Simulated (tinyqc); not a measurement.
A particle near a wafer in liquid: double-layer and van der Waals forces (DLVO), deposition barrier and removal. Changing the particle radius R. Computed by tinyqc, a small Python program. Command: `OMP_NUM_THREADS=1 python tinyqc.py 3111377 3111378 out.jsonl dlvo sweep`. One thread of a shared host (Intel(R) Xeon(R) Processor @ 2.30GHz), about 0.01 s of CPU time with the checks.

Sphere and flat wall, Derjaguin approximation, constant potentials in the linear-superposition form, no retardation and no hydration force.

Inputs (values chosen for the exercise, of the order of those for polymer latex on silicon in water):
```
quantity,value,unit
Hamaker constant A,1.5e-20,J
potential of the particle psi_1,-54,mV
potential of the wafer psi_2,-36,mV
salt concentration c,0.18,mol/L
valence z of the symmetric salt,1,-
temperature T,298,K
dielectric constant of the liquid,78.4,-
contact distance h0,0.4,nm
contact radius over R,0.088,-
viscosity,0.82,mPa s
```

Constants: e = 1.602176634e-19 C; N_A = 6.02214076e+23 1/mol; eps_0 = 8.8541878128e-12 F/m; k_B = 1.380649e-23 J/K; k_B = 8.617333262e-05 eV/K.

Method. kappa^2 = 2 z^2 e^2 N_A (1000 c)/(eps eps_0 k_B T); gamma_i = tanh(z e psi_i/(4 k_B T)); Z = 64 pi eps eps_0 (k_B T/(z e))^2 gamma_1 gamma_2. Adhesion F_a = A R/(6 h0^2) [1 + a^2/(R h0)] - kappa Z R exp(-kappa h0), a the contact radius. Drag in a shear flow F_d = 1.7 x 6 pi mu R^2 G, acting at 1.4 R; rolling starts when 1.4 R F_d = a F_a. Wall shear stress = mu G.

One run for each value:
```
particle radius R (nm),wall shear stress for rolling (Pa),net adhesion F_a (pN),kappa R
5,2041,2.601e+01,6.980e+00
11,1251,7.719e+01,1.535e+01
22,922,2.276e+02,3.071e+01
47,747,8.416e+02,6.561e+01
100,666,3.394e+03,1.396e+02
210,628,1.412e+04,2.931e+02
450,609,6.292e+04,6.282e+02
950,601,2.765e+05,1.326e+03
2000,597,1.217e+06,2.792e+03
```

What does the table show, and why?

Over the rows, wall shear stress for rolling (Pa) falls from 2040 to 597 (exponent d ln y / d ln x -0.62 between the first rows and -0.0090 between the last); net adhesion F_a (pN) rises from 26.0 to 1.22e6 (exponent d ln y / d ln x 1.4 between the first rows and 2.0 between the last); kappa R rises from 6.98 to 2790 (exponent d ln y / d ln x about 1.0 throughout). At the high end the exponent of wall shear stress for rolling is -0.01, close to 0: the flattened contact adds adhesion as R^2. The smallest particle needs 3.42 times the shear stress of the largest.

Extremes, crossings and ranges named in words are read from the listed rows.
